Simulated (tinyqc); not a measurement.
Inside a calculation. Method: CID on RHF in the sto-3g basis, for H4, spin multiplicity 1. One step of it, computed by the program tinyqc.

Task: CID: determinants and Hamiltonian. Slater-Condon rules over spin orbitals, with the nuclear repulsion added and E(HF) subtracted on the diagonal. Only determinants linked to the reference directly or through others are kept (one block of an abelian symmetry group), so some states are absent.

one-electron integrals over orbitals h = C^T H C (hartree):
$$\begin{pmatrix}
-1.456860 & 0.000000 & 0.068568 & 0.000000 \\
0.000000 & -1.427356 & 0.000000 & -0.066548 \\
0.068568 & 0.000000 & -0.989043 & 0.000000 \\
0.000000 & -0.066548 & 0.000000 & -0.920790
\end{pmatrix}$$

Two-electron integrals over orbitals (pq|rs), unique and non-zero (hartree):
```
(11|11) 0.394721    (21|21) 0.222405    (22|11) 0.396005    (22|22) 0.399932
(31|11) -0.021244   (31|22) -0.006672   (31|31) 0.104226    (32|21) 0.033980
(32|32) 0.095902    (33|11) 0.391677    (33|22) 0.393586    (33|31) -0.008302
(33|33) 0.407046    (41|21) 0.002018    (41|32) -0.092273   (41|41) 0.094536
(42|11) 0.027444    (42|22) 0.013678    (42|31) -0.105194   (42|33) 0.011833
(42|42) 0.107671    (43|21) -0.218532   (43|32) -0.035523   (43|41) -0.000444
(43|43) 0.231716    (44|11) 0.403075    (44|22) 0.403964    (44|31) -0.023879
(44|33) 0.415766    (44|42) 0.029283    (44|44) 0.429197
```

nuclear repulsion = 1.72493021 hartree

Hartree-Fock energy = -2.10963771 hartree

Give: determinants; H - E(HF) between determinants.

Result:

Occupation strings over the orbitals (2 doubly, a alpha, b beta, 0 empty; spin orbitals ordered 1a 1b 2a 2b ...): 2200 aabb 2020 abab 2002 abba baab 0220 baba 0202 bbaa

H - E(HF) between determinants (hartree):
```
        2200    aabb    2020    abab    2002    abba    baab    0220
2200   0.000   0.013   0.096   0.092   0.108  -0.105  -0.105   0.104
aabb   0.013   0.990  -0.092  -0.096   0.105  -0.108  -0.104   0.105
2020   0.096  -0.092   1.103  -0.126   0.232   0.219   0.219   0.222
abab   0.092  -0.096  -0.126   1.233  -0.219  -0.232  -0.222  -0.219
2002   0.108   0.105   0.232  -0.219   1.326   0.113   0.113   0.000
abba  -0.105  -0.108   0.219  -0.232   0.113   1.254   0.000   0.113
baab  -0.105  -0.104   0.219  -0.222   0.113   0.000   1.254   0.113
0220   0.104   0.105   0.222  -0.219   0.000   0.113   0.113   1.191
baba   0.092  -0.095  -0.126   0.000  -0.219  -0.222  -0.232  -0.219
0202   0.095  -0.092   0.000  -0.126   0.222   0.219   0.219   0.232
bbaa   0.013   0.000  -0.092  -0.095   0.105  -0.104  -0.108   0.105

        baba    0202    bbaa
2200   0.092   0.095   0.013
aabb  -0.095  -0.092   0.000
2020  -0.126   0.000  -0.092
abab   0.000  -0.126  -0.095
2002  -0.219   0.222   0.105
abba  -0.222   0.219  -0.104
baab  -0.232   0.219  -0.108
0220  -0.219   0.232   0.105
baba   1.233  -0.126  -0.096
0202  -0.126   1.368  -0.092
bbaa  -0.096  -0.092   0.990
```
